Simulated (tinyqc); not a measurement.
Worked calculation: CIS on RHF in the sto-3g basis, for H6, spin multiplicity 1. One step of it, computed by the program tinyqc.

Task: CIS matrix, triplets. A(ia,jb) = (e_a - e_i) d_ij d_ab - (ij|ab).

orbital energies (hartree): MO1 -0.657268, MO2 -0.537994, MO3 -0.359071, MO4 0.264075, MO5 0.617202, MO6 1.013162

Two-electron integrals over orbitals (pq|rs), unique and non-zero (hartree):
```
p,q,r,s,(pq|rs)
1,1,1,1,0.422414
2,1,2,1,0.129823
2,2,1,1,0.337183
2,2,2,2,0.378957
3,1,1,1,-0.080509
3,1,2,2,0.038303
3,1,3,1,0.111845
3,2,2,1,0.109959
3,2,3,2,0.132921
3,3,1,1,0.371730
3,3,2,2,0.345243
3,3,3,1,-0.029388
3,3,3,3,0.373811
4,1,2,1,-0.046245
4,1,3,2,0.011110
4,1,4,1,0.080992
4,2,1,1,-0.071790
4,2,2,2,-0.005715
4,2,3,1,0.057483
4,2,3,3,-0.007944
4,2,4,2,0.081600
4,3,2,1,0.075868
4,3,3,2,0.076101
4,3,4,1,-0.012132
4,3,4,3,0.094521
4,4,1,1,0.375432
4,4,2,2,0.347855
4,4,3,1,-0.028525
4,4,3,3,0.366212
4,4,4,2,-0.018944
4,4,4,4,0.380873
5,1,1,1,0.006316
5,1,2,2,0.033566
5,1,3,1,0.030034
5,1,3,3,-0.014459
5,1,4,2,-0.032424
5,1,4,4,-0.004554
5,1,5,1,0.052513
5,2,2,1,0.036005
5,2,3,2,-0.001129
5,2,4,1,-0.054250
5,2,4,3,-0.036392
5,2,5,2,0.087004
5,3,1,1,0.077027
5,3,2,2,0.009235
5,3,3,1,-0.060822
5,3,3,3,0.020446
5,3,4,2,-0.076286
5,3,4,4,0.016605
5,3,5,1,0.025579
5,3,5,3,0.082171
5,4,2,1,-0.112322
5,4,3,2,-0.126588
5,4,4,1,-0.001050
5,4,4,3,-0.077446
5,4,5,2,-0.002282
5,4,5,4,0.135976
5,5,1,1,0.354733
5,5,2,2,0.385368
5,5,3,1,0.027279
5,5,3,3,0.359307
5,5,4,2,-0.011686
5,5,4,4,0.367653
5,5,5,1,0.032556
5,5,5,3,0.014240
5,5,5,5,0.410996
6,1,2,1,0.001676
6,1,3,2,-0.021118
6,1,4,1,-0.029820
6,1,4,3,0.044458
6,1,5,2,-0.032459
6,1,5,4,0.018339
6,1,6,1,0.068395
6,2,1,1,-0.009462
6,2,2,2,-0.035777
6,2,3,1,-0.027888
6,2,3,3,0.005536
6,2,4,2,0.028010
6,2,4,4,0.007475
6,2,5,1,-0.047598
6,2,5,3,-0.029948
6,2,5,5,-0.035309
6,2,6,2,0.049848
6,3,2,1,-0.047643
6,3,3,2,0.003437
6,3,4,1,0.075771
6,3,4,3,-0.014054
6,3,5,2,-0.053928
6,3,5,4,-0.003746
6,3,6,1,-0.028714
6,3,6,3,0.080760
6,4,1,1,-0.083126
6,4,2,2,0.030802
6,4,3,1,0.107371
6,4,3,3,-0.031709
6,4,4,2,0.059516
6,4,4,4,-0.032811
6,4,5,1,0.027111
6,4,5,3,-0.062134
6,4,5,5,0.030239
6,4,6,2,-0.027390
6,4,6,4,0.116470
6,5,2,1,-0.132911
6,5,3,2,-0.114921
6,5,4,1,0.047140
6,5,4,3,-0.080680
6,5,5,2,-0.037501
6,5,5,4,0.121065
6,5,6,1,-0.002373
6,5,6,3,0.052654
6,5,6,5,0.150153
6,6,1,1,0.450897
6,6,2,2,0.360890
6,6,3,1,-0.086845
6,6,3,3,0.400149
6,6,4,2,-0.079027
6,6,4,4,0.408818
6,6,5,1,0.007299
6,6,5,3,0.086804
6,6,5,5,0.389428
6,6,6,2,-0.011338
6,6,6,4,-0.096001
6,6,6,6,0.508190
```

Give: CIS matrix A, triplet.

Result:

CIS matrix A, triplet (hartree), lower triangle:
```
,1>4,1>5,1>6,2>4,2>5,2>6,3>4,3>5,3>6
1>4,0.5459
1>5,0.0000,0.9197
1>6,0.0831,0.0000,1.2195
2>4,0.0000,0.1123,0.0000,0.4542
2>5,0.1123,0.0000,0.1329,0.0000,0.7698
2>6,0.0000,0.1329,0.0000,-0.0308,0.0000,1.1903
3>4,0.0285,0.0000,-0.1074,0.0000,0.1266,0.0000,0.2569
3>5,0.0000,-0.0273,0.0000,0.1266,0.0000,0.1149,0.0000,0.6170
3>6,-0.1074,0.0000,0.0868,0.0000,0.1149,0.0000,0.0317,0.0000,0.9721
```
